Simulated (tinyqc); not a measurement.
Worked calculation: ion implantation: universal nuclear stopping, Lindhard-Scharff electronic stopping and a Gaussian range profile. Computed by tinyqc, a small Python program that keeps every step. Command: `OMP_NUM_THREADS=1 python tinyqc.py 3025367 3025368 out.jsonl implant walk`. One thread of a shared host (Intel(R) Xeon(R) Processor @ 2.30GHz), about 0.1 s of CPU time with the checks. Intermediate numbers are printed to about 5 digits and carried at full precision; extremes and crossings named in words are read from the listed rows.

An ion slows by elastic collisions with screened nuclei and by friction with electrons; channelling is ignored and the target is uniform.

Inputs (values chosen for the exercise, modelled on antimony ions in aluminium):

| quantity | value | unit |
|---|---|---|
| ion atomic number Z1 | 51 | - |
| ion mass M1 | 121 | u |
| target atomic number Z2 | 13 | - |
| target mass M2 | 26.98 | u |
| target density N | 60.2 | 1/nm^3 |
| ion energy E | 3.1 | keV |
| scale factor of electronic stopping k | 0.9 | - |
| dose Q | 6.6e+13 | 1/cm^2 |
| background C_B | 1e+15 | 1/cm^3 |
| displacement energy E_d | 25 | eV |
| anneal budget D t | 1.6e-11 | cm^2 |

Follow-up: anneal.

## Stopping at the entry energy

Reduced energy eps = 32.53 M2 E/(Z1 Z2 (M1 + M2)(Z1^0.23 + Z2^0.23)), E in keV; s_n = ln(1 + 1.1383 eps)/(2 (eps + 0.01321 eps^0.21226 + 0.19593 eps^0.5)) for eps up to 30 and ln(eps)/(2 eps) above; S_n = 8.462 Z1 Z2 M1 s_n/((M1 + M2)(Z1^0.23 + Z2^0.23)) in 1e-15 eV cm^2. S_e = k 3.83 Z1^(7/6) Z2/(Z1^(2/3) + Z2^(2/3))^(3/2) sqrt(E/M1) in 1e-15 eV cm^2, E in keV. dE/dx = N (S_n + S_e); 1e-15 eV cm^2 = 0.1 eV nm^2.

reduced energy eps = 0.0064882

s_n = 0.13726

S_n = 147.32 x 1e-15 eV cm^2

S_e = 8.3202 x 1e-15 eV cm^2

energy loss dE/dx = 936.96 eV/nm

Nuclear stopping carries 95 % of the loss at entry.

## Range and straggle

Path length R = int_0^E dE'/(N (S_n + S_e)); energy lost to nuclei nu = int_0^E S_n/(S_n + S_e) dE' (both with E' = E y^3 and 64 Gauss-Legendre points in y). Estimates of Lindhard type: R_p = R/(1 + M2/(3 M1)), straggle dR_p = (2/3) R_p sqrt(M1 M2)/(M1 + M2).

path length R = 7.1491 nm

projected range R_p = 6.6545 nm

straggle dR_p = 1.7129 nm

energy lost to nuclei nu = 2.9365 keV

95 % of the energy goes to nuclei over the whole path.

## Gaussian profile

C(x) = C_p exp(-(x - R_p)^2/(2 dR_p^2)) with C_p = Q/(sqrt(2 pi) dR_p), 1 nm = 1e-7 cm; the profile falls to the background at x_j = R_p + dR_p sqrt(2 ln(C_p/C_B)); the peak atomic fraction is C_p/N.

peak concentration C_p = 1.5372e+20 1/cm^3

Depth x_j where C falls to C_B = 15.026 nm

peak atomic fraction = 0.0025534

## Damage

Kinchin-Pease count with efficiency 0.8: N_d = 0.8 nu/(2 E_d), taking all of nu as damage energy (an upper estimate, as recoils also lose energy to electrons). Spread over a depth R_p + dR_p, displacements per atom = Q N_d/(N (R_p + dR_p)).

displacements per ion N_d = 46.985

displacements per atom = 0.061562

One displacement per atom would need a dose of 1.1e15 per cm^2 if no defects annealed.

## Anneal

Far from the surface a Gaussian stays Gaussian: sigma^2 = dR_p^2 + 2 D t; peak Q/(sqrt(2 pi) sigma); x_j = R_p + sigma sqrt(2 ln(peak/C_B)).

width sigma = 56.594 nm

peak after the anneal = 4.6524e+18 1/cm^3

x_j after the anneal = 239.25 nm

x_j moves by 224 nm. Caution: the width is no longer small against R_p, so the surface reflects or loses dopant and the free Gaussian is only a guide.

## Nuclear against electronic stopping over energy

The formulas are those given above.

Stopping (1e-15 eV cm^2) and range:

| E (keV) | eps | S_n | S_e | R (nm) | nu/E |
|---|---|---|---|---|---|
| 1 | 2.0930e-03 | 87.33 | 4.73 | 4.36 | 0.94627 |
| 2 | 4.1859e-03 | 121.51 | 6.68 | 5.86 | 0.94730 |
| 5 | 1.0465e-02 | 178.88 | 10.57 | 8.97 | 0.94655 |
| 10 | 2.0930e-02 | 229.36 | 14.94 | 12.78 | 0.94400 |
| 20 | 4.1859e-02 | 281.68 | 21.13 | 18.80 | 0.93917 |
| 50 | 1.0465e-01 | 342.75 | 33.41 | 33.26 | 0.92776 |
| 100 | 2.0930e-01 | 371.84 | 47.26 | 53.97 | 0.91325 |
| 200 | 4.1859e-01 | 375.87 | 66.83 | 92.24 | 0.89036 |
| 500 | 1.0465e+00 | 334.04 | 105.67 | 204.52 | 0.83754 |

Nuclear stopping peaks near 200 keV among these rows (eps = 0.42; the universal curve peaks near 0.3). Nuclear stopping leads throughout. The path length grows as E^0.43 at the low end and E^0.87 at the high end; constant stopping would give E^1, and stopping that rises with E, be it nuclear (below its peak) or electronic, gives a lower exponent.

Checks made by the program: range against adaptive quadrature (relative difference 1e-05).
